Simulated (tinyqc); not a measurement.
Surface potential of a MOS transistor: implicit equation and explicit approximations: one step of the calculation.

p-type body, charge-sheet picture, depletion and inversion only, full ionisation (an idealisation for deep acceptors), Boltzmann statistics (rough once Na exp(x - xn) passes about Nc/7). In units of Vt: xg = (Vg - Vfb)/Vt, x = psi/Vt, G = gamma/sqrt(Vt), xn = (2 phiF + Vc)/Vt. The implicit equation is (xg - x)^2 = G^2 [x - 1 + exp(x - xn)] for x above about 3. Cox = eps0 eox/tox.

Question. Scales. ni = sqrt(Nc Nv) exp(-Eg/(2 Vt)), Eg in volts; phiF = Vt ln(Na/ni); gamma = sqrt(2 q eps0 eps_r Na)/Cox; VT = Vfb + Vt (xn + G sqrt(xn - 1)).

Parameters, values chosen for the exercise; band and dielectric values close to those of silicon:

| symbol | value | unit | meaning |
|---|---|---|---|
| T | 300 | K | temperature |
| Eg | 1.12 | eV | band gap |
| eps_r | 11.8 |  | relative permittivity |
| Nc | 2.83e19 | cm^-3 | conduction-band density of states at T |
| Nv | 2.62e19 | cm^-3 | valence-band density of states at T |
| eox | 3.9 |  | relative permittivity of the gate insulator (close to silicon dioxide) |
| tox | 1.6 | nm | insulator thickness |
| Na | 3.2e17 | cm^-3 | acceptor density |
| Vfb | -0.91 | V | flat-band voltage |
| Vc | 1 | V | channel-body voltage |
| Vg | 1.08 | V | gate-body voltage |

Constants: q = 1.602176634e-19 C, kB = 1.380649e-23 J/K, Vt = kB T/q, eps0 = 8.8541878128e-14 F/cm where lengths are in cm. Results are converted to the units shown.

Find: phiF; gamma; G; xn; VT; xg.

Answer.

phiF = 0.4451 V
gamma = 0.1517 V^0.5
G = 0.9432
xn = 73.12
VT = 1.187 V
xg = 76.98

Numbers from tinyqc (`OMP_NUM_THREADS=1 python tinyqc.py 2122241 2122242 out.jsonl`; about 0.01 s on one thread of a shared Intel Xeon 2.30GHz).
